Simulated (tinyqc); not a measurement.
Inside a calculation. Method: sp3 tight binding, zinc-blende lattice. Computed by tinyqc, a small Python program that keeps every step. Command: `OMP_NUM_THREADS=1 python tinyqc.py 24404 24405 out.jsonl` (the two numbers bound the seeds that draw the settings). One thread of a shared host (Intel(R) Xeon(R) Processor @ 2.60GHz), about 0.01 s of CPU time with the checks.

## Bloch Hamiltonian at k

Parameters chosen for this model: zinc-blende lattice, anion at 0, cation at a/4 (1,1,1); V = eta hbar^2 / (m d^2), hbar^2/m = 7.619964 eV angstrom^2:
```
parameter          value      unit
a               4.630000  angstrom
d               2.004849  angstrom
Es anion      -11.130000        eV
Ep anion       -6.350000        eV
Es cation     -11.130000        eV
Ep cation      -6.350000        eV
eta ss         -1.320000
eta sp          1.420000
eta pp sigma    2.220000
eta pp pi      -0.630000
V ss           -2.502440        eV
V sp            2.692018        eV
V pp sigma      4.208648        eV
V pp pi        -1.194346        eV
```

k point k (2 pi / a): [-0.260000, -0.780000, 0.600000]

Slater-Koster rules over the four bonds with direction cosines (l, m, n): ss V_ss; s-px l V_sp; px-s -l V_sp; px-px l^2 V_pps + (1 - l^2) V_ppp; px-py l m (V_pps - V_ppp); each times exp(i k.d).

H(k) at k (eV), order a s, a px, a py, a pz, c s, c px, c py, c pz:
```
[[-11.130000, 0.000000, 0.000000, 0.000000, -1.829080+3.025994i, 4.343064-0.491600i, 0.676630-3.155420i, -1.365472+1.563599i],
 [0.000000, -6.350000, 0.000000, 0.000000, -4.343064+0.491600i, 0.443413-0.733574i, -1.582263+1.811846i, 0.784056-3.656395i],
 [0.000000, 0.000000, -6.350000, 0.000000, -0.676630+3.155420i, -1.582263+1.811846i, 0.443413-0.733574i, 5.032596-0.569650i],
 [0.000000, 0.000000, 0.000000, -6.350000, 1.365472-1.563599i, 0.784056-3.656395i, 5.032596-0.569650i, 0.443413-0.733574i],
 [-1.829080-3.025994i, -4.343064-0.491600i, -0.676630-3.155420i, 1.365472+1.563599i, -11.130000, 0.000000, 0.000000, 0.000000],
 [4.343064+0.491600i, 0.443413+0.733574i, -1.582263-1.811846i, 0.784056+3.656395i, 0.000000, -6.350000, 0.000000, 0.000000],
 [0.676630+3.155420i, -1.582263-1.811846i, 0.443413+0.733574i, 5.032596+0.569650i, 0.000000, 0.000000, -6.350000, 0.000000],
 [-1.365472-1.563599i, 0.784056+3.656395i, 5.032596+0.569650i, 0.443413+0.733574i, 0.000000, 0.000000, 0.000000, -6.350000]]
```

## Levels at k

Diagonalise the Hermitian matrix.

eigenvalues (eV): [-17.186827, -14.925480, -12.584965, -12.178036, -2.609832, -1.665884, -0.428438, 1.219461]

weights |c|^2 of the basis functions, order a s, a px, a py, a pz, c s, c px, c py, c pz:
```
[[0.416157, 0.148702, 0.066228, 0.010970, 0.266776, 0.069206, 0.003825, 0.018135],
 [0.058048, 0.088540, 0.142286, 0.124820, 0.153620, 0.278415, 0.026404, 0.127867],
 [0.013781, 0.139696, 0.218785, 0.080226, 0.075043, 0.137764, 0.170228, 0.164476],
 [0.012013, 0.123063, 0.072700, 0.283984, 0.004560, 0.014614, 0.299543, 0.189523],
 [0.416157, 0.148702, 0.066228, 0.010970, 0.266776, 0.069206, 0.003825, 0.018135],
 [0.058048, 0.088540, 0.142286, 0.124820, 0.153620, 0.278415, 0.026404, 0.127867],
 [0.013781, 0.139696, 0.218785, 0.080226, 0.075043, 0.137764, 0.170228, 0.164476],
 [0.012013, 0.123063, 0.072700, 0.283984, 0.004560, 0.014614, 0.299543, 0.189523]]
```

## Bloch Hamiltonian at L

k point L (2 pi / a): [0.500000, 0.500000, 0.500000]

As before.

H(k) at L (eV), order a s, a px, a py, a pz, c s, c px, c py, c pz:
```
[[-11.130000, 0.000000, 0.000000, 0.000000, -3.538984+3.538984i, -2.198024+2.198024i, -2.198024+2.198024i, -2.198024+2.198024i],
 [0.000000, -6.350000, 0.000000, 0.000000, 2.198024-2.198024i, 0.857936-0.857936i, -2.546996+2.546996i, -2.546996+2.546996i],
 [0.000000, 0.000000, -6.350000, 0.000000, 2.198024-2.198024i, -2.546996+2.546996i, 0.857936-0.857936i, -2.546996+2.546996i],
 [0.000000, 0.000000, 0.000000, -6.350000, 2.198024-2.198024i, -2.546996+2.546996i, -2.546996+2.546996i, 0.857936-0.857936i],
 [-3.538984-3.538984i, 2.198024+2.198024i, 2.198024+2.198024i, 2.198024+2.198024i, -11.130000, 0.000000, 0.000000, 0.000000],
 [-2.198024-2.198024i, 0.857936+0.857936i, -2.546996-2.546996i, -2.546996-2.546996i, 0.000000, -6.350000, 0.000000, 0.000000],
 [-2.198024-2.198024i, -2.546996-2.546996i, 0.857936+0.857936i, -2.546996-2.546996i, 0.000000, 0.000000, -6.350000, 0.000000],
 [-2.198024-2.198024i, -2.546996-2.546996i, -2.546996-2.546996i, 0.857936+0.857936i, 0.000000, 0.000000, 0.000000, -6.350000]]
```

## Levels at L

As before.

eigenvalues (eV): [-17.797225, -15.449509, -11.165300, -11.165300, -3.016300, -1.534700, -1.534700, 1.303035]

## Bands along a path

The same steps at evenly spaced points between the labelled ones.

Bands along the path (eV):
```
k             band 1      band 2      band 3      band 4     band 5     band 6     band 7     band 8
L         -17.797225  -15.449509  -11.165300  -11.165300  -3.016300  -1.534700  -1.534700   1.303035
L-G 0.20  -18.442860  -14.632505  -10.990608  -10.990608  -2.910713  -1.709392  -1.709392   1.026078
L-G 0.40  -19.474808  -13.070741  -10.498562  -10.498562  -2.679059  -2.201438  -2.201438   0.264608
L-G 0.60  -20.357092  -11.296685   -9.794558   -9.794558  -2.905442  -2.905442  -2.637765  -0.668459
L-G 0.80  -20.937644   -9.614198   -9.095962   -9.095962  -3.604038  -3.604038  -3.318232  -1.089926
G         -21.139758   -8.776608   -8.776608   -8.776608  -3.923392  -3.923392  -3.923392  -1.120242
G-X 0.20  -20.869183   -9.556541   -9.556541   -9.147508  -3.822821  -3.143459  -3.143459  -1.120488
G-X 0.40  -20.079023  -11.017352  -11.017352  -10.181017  -3.535874  -1.682648  -1.682648  -1.164086
G-X 0.60  -18.832381  -12.350147  -12.350147  -11.697617  -3.104882  -1.325120  -0.349853  -0.349853
G-X 0.80  -17.229374  -13.499540  -13.242317  -13.242317  -2.593949  -1.637138   0.542317   0.542317
X         -15.400523  -15.400523  -13.553993  -13.553993  -2.079477  -2.079477   0.853993   0.853993
X-W 0.20  -15.400523  -15.400523  -13.553993  -13.553993  -2.079477  -2.079477   0.853993   0.853993
X-W 0.40  -15.400523  -15.400523  -13.553993  -13.553993  -2.079477  -2.079477   0.853993   0.853993
X-W 0.60  -15.400523  -15.400523  -13.553993  -13.553993  -2.079477  -2.079477   0.853993   0.853993
X-W 0.80  -15.400523  -15.400523  -13.553993  -13.553993  -2.079477  -2.079477   0.853993   0.853993
W         -15.400523  -15.400523  -13.553993  -13.553993  -2.079477  -2.079477   0.853993   0.853993
```

With 4 band(s) filled, the highest filled level on these points lies at G and the lowest empty one at G: a gap of 4.8532 eV, direct.
